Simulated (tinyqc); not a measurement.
Low-temperature mobility of a two-dimensional electron gas with static screening: one step, computed by the program tinyqc. Command: `OMP_NUM_THREADS=1 python tinyqc.py 3008194 3008195 out.jsonl twodeg walk`. One thread of a shared host (Intel(R) Xeon(R) Processor @ 2.30GHz), about 0.01 s of CPU time with the checks.

One subband is filled, the gas is degenerate and scatters at the Fermi circle; one permittivity serves on both sides of the interface. All formulas are in SI units, masses times m_0. Piezoelectric and polar phonons are left out, and n_s is taken as set by a gate, independent of N_i.

Task: The integrands at a few angles. Form factors with u = q/b: screening G(q) = [1 + 9u/8 + 3u^2/8]/(1 + u)^3, remote charge P(q) = exp(-q d)/(1 + u)^3. Dielectric function eps(q) = 1 + q_TF G(q)/q, with q = 2 k_F sin(theta/2). Roughness: <|U|^2> = (e F)^2 S(q), S = pi Delta^2 Lambda^2/(1 + q^2 Lambda^2/2)^(3/2). Remote charges: <|U|^2> = N_i [e^2 P(q)/(2 eps eps_0 q)]^2. The last two columns are (m/(pi hbar^3)) <|U|^2>/eps(q)^2.

Inputs (values chosen for the exercise, modelled on a strained silicon well):
```
quantity                                        value    unit
in-plane mass m                                 0.182     m_0
permittivity eps                                 11.6       -
roughness height Delta                           0.42      nm
correlation length Lambda                         3.5      nm
remote charge density N_i                     2.1e+11  1/cm^2
distance d of the charges from the interface        4      nm
```

Wave function: Fang-Howard. Roughness spectrum: exponential.

k_F = 0.5604991 1/nm

b = 2.001093 1/nm

q_TF = 1.185966 1/nm

effective field F = 0.7862021 MV/cm

Constants: m_0 = 9.1093837015e-31 kg; hbar = 1.054571817e-34 J s; e = 1.602176634e-19 C; eps_0 = 8.8541878128e-12 F/m.

Give: Integrands (1e9/(s rad)).

Result:

Integrands (1e9/(s rad)):
```
theta (degrees)  q (1/nm)       G  eps(q)  roughness  remote charges
5                   0.049  0.9559   24.18         81       6.173e+02
15                  0.146  0.8774    8.11        612       2.128e+02
30                  0.290  0.7801    4.19       1481       4.353e+01
60                  0.560  0.6410    2.36       1746       2.170e+00
90                  0.793  0.5529    1.83       1360       1.674e-01
135                 1.036  0.4815    1.55        967       1.180e-02
180                 1.121  0.4602    1.49        855       4.692e-03
```
